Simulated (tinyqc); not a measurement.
Shortcuts against the integral: sheet resistance and Hall data of a diffused or implanted layer. Computed by tinyqc, a small Python program. Command: `OMP_NUM_THREADS=1 python tinyqc.py 3021345 3021346 out.jsonl layer walk`. One thread of a shared host (Intel(R) Xeon(R) Processor @ 2.30GHz), about 0.01 s of CPU time with the checks.

Carriers are taken equal to the net active doping down to the junction (full ionisation, which deep dopants in wide-gap hosts do not reach; no spill-over, no depletion), and the Hall factor is 1.

Inputs (values chosen for the exercise, modelled on phosphorus in silicon): mu_min = 67.2 cm^2/(V s); mu_max = 1380 cm^2/(V s); N_ref = 9.2e+16 1/cm^3; exponent alpha = 0.69; peak concentration N_0 = 2e+20 1/cm^3; length scale l = 13 nm; background doping N_B (opposite type) = 3.4e+16 1/cm^3.

Profile: complementary error function. Activation: complete.

Constants: e = 1.602176634e-19 C.

Method:
- N(x) = N_0 erfc(x/l), dose N_0 l/sqrt(pi), junction x_j = l erfc^-1(N_B/N_0).
- Mobility mu = mu_min + (mu_max - mu_min)/(1 + (N_t/N_ref)^alpha), N_t = active doping + N_B; carriers n = active doping - N_B, all dopants active.
- Integrals from x_0 (0 unless stated) to x_j by the midpoint rule on 400 even intervals: 1/R_s = e int n mu dx; sheet density n_s = int n dx; Hall sheet density (int n mu dx)^2/int n mu^2 dx; Hall mobility int n mu^2 dx/int n mu dx.
- Mean conductivity 1/(R_s x_j); mean mobility 1/(e n_s R_s).
- Shortcuts: R_s = 1/(e Q mu) with the dose Q and the mobility at the (active) peak concentration; 1/(e n_s mu) with mu at N_t = n_s/x_j + N_B; 1/(e Q mu_max).

sheet resistance R_s = 527.794 ohm

dose = 1.46689e+14 1/cm^2

sheet density n_s = 1.46564e+14 1/cm^2

junction depth x_j = 34.5622 nm

Sheet resistances:
```
method                                   R_s (ohm)  deviation (%)
integral                                    527.79          0.000
dose, mobility at the peak                  577.28          9.377
n_s, mobility at the mean concentration     495.27         -6.162
dose, mu_max                                 30.83        -94.158
```

What does the comparison show, and why?

The closest shortcut is «n_s, mobility at the mean concentration» (-6.2 %). The peak mobility is the lowest in the layer, so with full activation it overestimates R_s.

Extremes, crossings and ranges named in words are read from the listed rows.
